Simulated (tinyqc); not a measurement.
Pair lines: donor-acceptor pair recombination.

h nu = Eg - ED - EA + q/(eps R), q = e^2/(4 pi eps0); shell j lies at R = a_lat sqrt(j/2) for the same sublattice and a_lat sqrt(j/2 - 5/16) for opposite ones (on the same sublattice shells 14, 30, 46, 56, 62, ... are empty, where 2j has the form 4^a (8b + 7)); rate W = W0 exp(-2R/aD) with the donor radius aD = q/(2 eps ED). Polarisation and overlap terms, which matter for close pairs, are left out.

Constants: e^2/(4 pi eps0) = 14.39964547 eV angstrom.

Parameters, chosen for this exercise (near those of impurities in cubic GaN; shifted at random, so the results belong to these values and not to a real crystal):
- a_lat = 4.5 angstrom (lattice constant)
- Eg = 3.322 eV (gap)
- ED = 24.3 meV (donor binding)
- EA = 132.9 meV (acceptor binding)
- eps = 9.3 (dielectric constant)
- W0 = 0.31 x 1e7/s (rate at zero distance)
- kind = same (sublattices of donor and acceptor)
- shells = (509, 586, 621, 984, 2202, 2764, 3539) (shell numbers)

Energy, rate and lifetime for each shell.

Lines:
```
shell  R (angstrom)  Coulomb (meV)  h nu (eV)  step to the next shell (meV)  1/W (microsecond)
509           71.79           21.6     3.1864                         0.042               29.2
621           79.29           19.5     3.1843                         0.031               46.8
984           99.81           15.5     3.1803                        0.0079                170
2202         149.32           10.4     3.1752                        0.0024           3.80e+03
2764         167.29            9.3     3.1741                        0.0017           1.17e+04
3539         189.29            8.2     3.1730                        0.0012           4.67e+04
```

Give the missing row, shell = 586.

Computed row:
```
shell  R (angstrom)  Coulomb (meV)  h nu (eV)  step to the next shell (meV)  1/W (microsecond)
586           77.03           20.1     3.1849                         0.017               40.6
```

limit for distant pairs = 3.1648 eV
aD = 31.9 angstrom

The lines crowd together, on average as R^-3: the step falls from 0.042 to 0.0012 meV, so distant pairs merge into a band. Close pairs emit higher and 1.6e+03 times faster over this table, so the band shifts to lower energy with delay and to higher energy with stronger pumping. All these lines lie below Eg, and R/aD runs from 2.3 up.

Computed by tinyqc, a small Python program: `OMP_NUM_THREADS=1 python tinyqc.py 1282443 1282444 out.jsonl` (the numbers bound the seed that draws the inputs); one thread of a shared host (Intel(R) Xeon(R) Processor @ 2.30GHz), about 0.05 s for the whole set of steps.
